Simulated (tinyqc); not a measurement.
Transit time and capacitance from two cut-off frequencies.

Question. 1/(2 pi fT) = tauF + Vt C/JC, C the sum of the junction capacitances per area. Find C, tauF and the limit of fT at high current.

Inputs (values chosen for the exercise):
```
symbol,value,unit,meaning
T,350,K,temperature
```

Constants: q = 1.602176634e-19 C, kB = 1.380649e-23 J/K, Vt = kB T/q. Results are converted to the units shown.

JC (mA/um^2): [0.015, 0.3]
fT (GHz): [9.8360130, 29.854378]

Solution. The delay is a straight line in 1/JC with slope Vt C and intercept tauF.

C = 5.68 fF/um^2
tauF = 4.76 ps
limit of fT = 33.4 GHz

Computed by the program tinyqc: `OMP_NUM_THREADS=1 python tinyqc.py 2320045 2320046 out.jsonl`, one thread of a shared Intel Xeon 2.30GHz, about 0.01 s for the whole run.
